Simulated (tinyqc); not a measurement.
Changing the carrier density n: mobility of a non-polar semiconductor in the relaxation-time approximation. Computed by tinyqc, a small Python program. Command: `OMP_NUM_THREADS=1 python tinyqc.py 3009330 3009331 out.jsonl rta sweep`. One thread of a shared host (Intel(R) Xeon(R) Processor @ 2.30GHz), about 0.04 s of CPU time with the checks.

Each valley is treated as a sphere of mass m_d for states and rates, with one isotropic relaxation time; the conductivity mass m_c sets the current.

Inputs (values chosen for the exercise, for a model non-polar semiconductor): longitudinal mass m_l = 0.27 m_0; transverse mass m_t = 0.27 m_0; equivalent valleys Z = 1; static permittivity eps_s = 10.9; density rho = 2650 kg/m^3; sound velocity v_l = 9570 m/s; acoustic deformation potential D_A = 7 eV; phonon energy hbar w = 28.6 meV; optical or intervalley deformation potential D_o = 7.7 1e8 eV/cm; final valleys Z_f = 1; compensation ratio C = 0.27; temperature T = 400 K; neutral impurity density N_n = 5.2e+17 1/cm^3.

Band: parabolic. Impurity formula: Conwell-Weisskopf. Further scattering: neutral impurities.

Constants: k_B = 8.617333262e-05 eV/K; m_0 = 9.1093837015e-31 kg; e = 1.602176634e-19 C; hbar = 1.054571817e-34 J s; eps_0 = 8.8541878128e-12 F/m; k_B = 1.380649e-23 J/K; hbar = 6.582119569e-16 eV s.

Method:
- m_d = (m_l m_t^2)^(1/3); 1/m_c = (1/m_l + 2/m_t)/3; Hall mass factor A = 3 K_m (K_m + 2)/(2 K_m + 1)^2, K_m = m_l/m_t; N_I = n (1 + C)/(1 - C).
- Parabolic band: E = hbar^2 k^2/(2 m), speed v = hbar k/m, states per spin, volume and energy g(E) = m k/(2 pi^2 hbar^2). Here m = m_d. Masses are multiplied by m_0 and all formulas are in SI units.
- The reduced Fermi level eta = E_F/(k_B T) solves n = 2 Z int g f dE with f = 1/(1 + exp(x - eta)) (Z = 1 unless valleys are given); screening length L_s = sqrt(eps_s eps_0 k_B T/(e^2 dn/deta)), dn/deta = 2 Z int g f (1 - f) dE.
- Integrals over x = E/(k_B T) use 160 Gauss-Legendre points in u = sqrt(x) from 0 to sqrt(max(eta, 0) + 32).
- Phonon occupation N_q = 1/(exp(hbar w/(k_B T)) - 1).
- Acoustic deformation potential (elastic, equipartition, absorption and emission together): 1/tau = 2 pi k_B T D_A^2 g(E)/(hbar rho v_l^2).
- Optical or intervalley deformation potential: 1/tau = (pi Z_f D_o^2/(rho w)) [N_q g(E + hbar w) + (N_q + 1) g(E - hbar w)], with g = 0 below the band edge.
- Each optical term is multiplied by (1 - f(E'))/(1 - f(E)), E' the final energy, for Pauli blocking.
- Singly charged impurities, momentum relaxation: 1/tau = N_I e^4 m (1 + 2 alpha E) Phi/(8 pi (eps_s eps_0)^2 hbar^3 k^3), with alpha = 0 for a parabolic band.
- Conwell-Weisskopf: Phi = ln(1 + y^2), y = 4 pi eps_s eps_0 E N_I^(-1/3)/e^2 (largest impact parameter N_I^(-1/3)/2).
- Neutral impurities (Erginsoy): 1/tau = 20 N_n a_B hbar/m, a_B = 4 pi eps_s eps_0 hbar^2/(m e^2).
- mu = (m_d/m_c) (2 Z e/(3 n k_B T)) int g v^2 tau f (1 - f) dE.
- Averages over x are split at the emission threshold x_0 = hbar w/(k_B T): 64 Gauss-Legendre points in sqrt(x) below it and 128 in sqrt(x - x_0) above it, up to x = max(eta, 0) + 32.
- Rates are added at each energy before the average. With <y> = int g v^2 y f (1 - f) dE: Hall factor r_H = A (3 n k_B T/(2 Z m_d)) <tau^2/(1 + 2 alpha E)>/<tau>^2 (alpha = 0 for a parabolic band); Hall mobility r_H mu; |S| = (k_B/e) (<x tau>/<tau> - eta); resistivity 1/(n e mu).
- Matthiessen's rule adds 1/mu of the separate processes.

One run for each value; columns: (1) carrier density n (1/cm^3); (2) drift mobility mu (cm^2/(V s)); (3) resistivity (ohm cm); (4) Seebeck coefficient |S| (microvolt/K); (5) reduced Fermi level eta; (6) Hall factor r_H; (7) excess of Matthiessen's rule over the full mu (%):
```
(1)          (2)         (3)     (4)      (5)     (6)     (7)
1.00e+14  363.21  1.7184e+02  1128.9  -10.900  1.0469   7.924
4.60e+14  362.83  3.7397e+01   997.6   -9.374  1.0464   7.999
2.20e+15  361.36  7.8511e+00   863.1   -7.809  1.0445   8.269
1.00e+16  356.48  1.7509e+00   733.9   -6.295  1.0390   9.092
4.60e+16  341.58  3.9722e-01   606.0   -4.766  1.0265  11.246
2.20e+17  303.02  9.3625e-02   479.7   -3.190  1.0085  15.147
1.00e+18  234.36  2.6632e-02   363.5   -1.625  1.0017  16.840
4.60e+18  150.34  9.0254e-03   250.6    0.132  1.0138  11.198
2.20e+19   85.09  3.3342e-03   142.9    2.763  1.0225   4.168
1.00e+20   53.59  1.1647e-03    66.1    8.341  1.0118   1.129
```

Over the rows, drift mobility mu (cm^2/(V s)) falls from 363 to 53.6 (exponent d ln y / d ln x -6.9e-4 between the first rows and -0.31 between the last); resistivity (ohm cm) falls from 172 to 0.00116 (exponent d ln y / d ln x -1.00 between the first rows and -0.69 between the last); Seebeck coefficient |S| (microvolt/K) falls from 1130 to 66.1 (exponent d ln y / d ln x -0.081 between the first rows and -0.51 between the last). At the low end the exponent of resistivity is -1.00, close to -1: the mobility is nearly constant there, so the resistivity follows 1/n. The mobility has fallen to half its first value between 1.00e18 and 4.60e18 per cm^3. The Fermi level enters the band between 1.00e18 and 4.60e18 per cm^3. While the gas is classical |S| falls by k_B/e ln 10 = 198 microvolt/K per decade if the scattering stays the same; between the first two rows it falls by 198 per decade. The Hall factor peaks at 1.05.

Caution (all rows): Erginsoy's formula holds for k a_B below about 0.5 and for dopants that stay neutral, which means low temperature; elsewhere it is only a rough constant rate. Caution (rows 4.60e18, 2.20e19, 1.00e20): above a few 1e18 per cm^3 the Born approximation, static screening and an unperturbed band are rough; measured mobilities are usually lower.

Extremes, crossings and ranges named in words are read from the listed rows.
